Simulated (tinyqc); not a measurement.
Hubbard chain of 2 sites, step by step. One step of it, computed by the program tinyqc.

Question. Mean-field iteration 3. H(up) = T + U n(down), H(down) = T + U n(up); fill the lowest levels; n(new) = n + mixing (n(out) - n); E = tr T (rho up + rho down) + U sum n_up n_down of the output.

one-body matrix (hopping and site energies) (eV):
```
           1          2
1  -0.120000  -1.440000
2  -1.440000   0.300000
```

U = 1.500000 eV

electrons, up and down: 1  1

mixing = 1

n(up) after iteration 2: 1 0.646252, 2 0.353748

n(down) after iteration 2: 1 0.437066, 2 0.562934

Give: levels, up; levels, down; energy; n(up) after iteration 3; n(down) after iteration 3.

Answer.

levels, up (eV): -0.6318  2.3118

levels, down (eV): -0.6000  2.2800

energy = -1.9619 eV

n(up) after iteration 3: 1 0.6034, 2 0.3966

n(down) after iteration 3: 1 0.4967, 2 0.5033
